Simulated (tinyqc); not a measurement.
What each parameter does: cylindrical quantum wire.

A cylinder of radius R, isotropic masses, c = hbar^2/2m0, k = sqrt(mw E/c), kappa = sqrt(mb (V0 - E)/c). State (n, m) is J_m(k r) inside and K_m(kappa r) outside; psi and psi'/m are continuous: (k/mw) J_m'(kR)/J_m(kR) = (kappa/mb) K_m'(kappa R)/K_m(kappa R).

Constants: hbar^2/2m0 = 3.80998211 eV angstrom^2.

Values chosen for the exercise (near those of a GaAs wire in AlGaAs; shifted at random, so the results belong to these values and not to a real crystal):
- R = 59 angstrom (radius)
- V0 = 0.219 eV (barrier height)
- mw = 0.0675 m0 (mass inside)
- mb = 0.0894 m0 (mass outside)

The lowest level (1,0) and its distance to V0.

Results for these values:
```
case  E (eV)  V0 - E (eV)     k R
base  0.0530       0.1660  1.8081
```

What happens to each result for mb = 0.0715 m0, all else kept?

Answer: E rises from 0.0530 to 0.0559; V0 - E falls from 0.1660 to 0.1631; k R rises from 1.8081 to 1.8574.

The same for each parameter in turn:
```
case             E (eV)  V0 - E (eV)     k R
base             0.0530       0.1660  1.8081
R = 53 angstrom  0.0619       0.1571  1.7554
V0 = 0.186 eV    0.0507       0.1353  1.7683
mw = 0.0743 m0   0.0505       0.1685  1.8517
mb = 0.0715 m0   0.0559       0.1631  1.8574
```

tinyqc: `OMP_NUM_THREADS=1 python tinyqc.py 1280768 1280769 out.jsonl`; about 0.03 s, one thread, shared Intel(R) Xeon(R) Processor @ 2.30GHz.
